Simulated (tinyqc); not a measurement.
From finite-size error back to dielectric constant eps: finite-size error of a charged defect in a periodic cell: Madelung and Makov-Payne terms. Computed by tinyqc, a small Python program. Command: `OMP_NUM_THREADS=1 python tinyqc.py 3019728 3019729 out.jsonl imagecharge inv`. One thread of a shared host (Intel(R) Xeon(R) Processor @ 2.30GHz), about 0.1 s of CPU time with the checks.

L is the cube root of the cell volume. The defect charge is a Gaussian, rho(r) = q (2 pi sigma^2)^(-3/2) exp(-r^2/2 sigma^2), repeated periodically in a uniform neutralising background and screened by a continuum. The model cell energy is E(L) = E_0 + [periodic - isolated electrostatic energy].

Inputs (values chosen for the exercise, with screening close to that of germanium):
```
quantity                                     value      unit
charge q                                         2         e
cell length L                                 12.7  angstrom
width sigma of the defect charge               1.6  angstrom
formation energy of the isolated defect E_0  3.065        eV
```

Supercell lattice: fcc. Screening: isotropic.

Constants: e^2/(4 pi eps_0) = 14.39964548 eV angstrom.

Method. Periodic energy of the Gaussian: (2 pi q^2/V) sum_(G != 0) exp(-sigma^2 G^2)/(G.eps.G) x e^2/(4 pi eps_0), n_i = -k..k with k = max(9, L/sigma rounded up). Isolated energy: q^2/(2 sqrt(pi) sigma) <1/(n.eps.n)> e^2/(4 pi eps_0), the mean over directions n, here 1/eps.

Question. A run gave the result below. Find the dielectric constant eps, known to lie between 14 and 24.

finite-size error = -0.3740706 eV

Answer.

Each step takes the trial c = (a f_b - b f_a)/(f_b - f_a), f being the result less the target and a, b, c the logarithms of the listed values; c replaces end b, the old b replaces a if the sign of f changed, and otherwise f_a is halved.

Scan of the range:
```
dielectric constant eps  finite-size error (eV)
14.0                                  -0.435525
15.3                                  -0.398520
16.8                                  -0.362938
18.3                                  -0.333189
20.1                                  -0.303351
21.9                                  -0.278418
24.0                                  -0.254056
```

False position (Illinois rule, in the logarithm of the input) inside the bracket:
```
step    end a    end b    trial  finite-size error (eV)
1     15.3000  16.8000  16.3155               -0.373715
2     15.3000  16.3155  16.2859               -0.374394
3     16.3155  16.2859  16.3000               -0.374070
4     16.2859  16.3000  16.3000               -0.374071
```

Finite-size error rises at every point of a 13-point scan of the range (every second point is shown), so one value fits; it is bracketed by 15.3 and 16.8. The scan shows a pure power law with exponent -1.000, so scaling from any one row also gives the answer directly. Answer: dielectric constant eps = 16.30.
